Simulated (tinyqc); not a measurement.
Implant damage, amorphisation by cascade overlap, and solid-phase epitaxial regrowth: one step, computed by the program tinyqc.

Range and width of the damage are inputs. Dynamic annealing enters only through the surviving share f.

Task: Overlap model. Gibbons model: a point turns amorphous after n + 1 hits; with y = A_i Q the amorphous share is 1 - exp(-y) sum_(k=0..n) y^k/k!. Doses are set by y.

Inputs (values chosen for the exercise, modelled on germanium ions in germanium): overlaps needed n = 3; area amorphised by one track A_i = 1.3 nm^2.

Give: the table «Amorphous share» with the columns Q (1/cm^2), direct impact (n = 0), given n, for y = 0.1, 0.3, 0.6, 1.0, 2.0, 3.0, 5.0, 8.0.

Result:

Amorphous share:
```
y    Q (1/cm^2)  direct impact (n = 0)    given n
0.1   7.692e+12                 0.0952  3.847e-06
0.3   2.308e+13                 0.2592  2.658e-04
0.6   4.615e+13                 0.4512  3.358e-03
1.0   7.692e+13                 0.6321  1.899e-02
2.0   1.538e+14                 0.8647  1.429e-01
3.0   2.308e+14                 0.9502  3.528e-01
5.0   3.846e+14                 0.9933  7.350e-01
8.0   6.154e+14                 0.9997  9.576e-01
```

At small y the share grows as y^4; between the first rows the exponent is 3.86.
